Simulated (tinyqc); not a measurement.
Worked calculation: RHF in the sto-3g basis, for H2, spin multiplicity 1. One step of it, computed by the program tinyqc.

Task: Iteration 1: diagonalisation and new density. Diagonalise F' = X^T F X, C = X C', fill 1 alpha and 1 beta electrons from the bottom; D = 2 C_occ C_occ^T. Each column has its largest component positive (the first on a tie).

Fock matrix F (hartree):
```
           1H 1s      2H 1s
1H 1s  -0.226921  -0.423450
2H 1s  -0.423450  -0.226921
```

X:
```
           1H 1s      2H 1s
1H 1s   1.139611  -0.333588
2H 1s  -0.333588   1.139611
```

Give: F' = X^T F X; orbital energies; coefficients C; D after iteration 1.

Result:

F' = X^T F X (hartree):
```
        1       2
1   0.002  -0.425
2  -0.425   0.002
```

orbital energies (hartree): MO1 -0.423, MO2 0.427

coefficients C:
```
         MO1     MO2
1H 1s  0.570   1.042
2H 1s  0.570  -1.042
```

D after iteration 1:
```
       1H 1s  2H 1s
1H 1s  0.650  0.650
2H 1s  0.650  0.650
```
